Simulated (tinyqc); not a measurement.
## Both saturation currents from two open-circuit voltages

Inverse problem. Without shunt, at open circuit JL = J01 (exp(Voc/Vt) - 1) + J02 (exp(Voc/(2 Vt)) - 1). Find J01, J02 and the mean ideality (Voc2 - Voc1)/(Vt ln(JL2/JL1)).

Inputs (values chosen for the exercise): temperature T = 348 K.

Constants: q = 1.602176634e-19 C, kB = 1.380649e-23 J/K, Vt = kB T/q. Results are converted to the units shown.

photocurrents (mA/cm^2): 41.5  4.15
Voc (V): 0.55020197  0.48018071

Solution. The relation is linear in J01 and J02, so two light levels give two equations; series resistance plays no part at open circuit.

J01 = 4.400e-10 A/cm^2
J02 = 6.400e-8 A/cm^2
mean ideality = 1.014

tinyqc, about 0.01 s, one thread, Intel Xeon 2.30GHz (shared host): `OMP_NUM_THREADS=1 python tinyqc.py 2280017 2280018 out.jsonl`
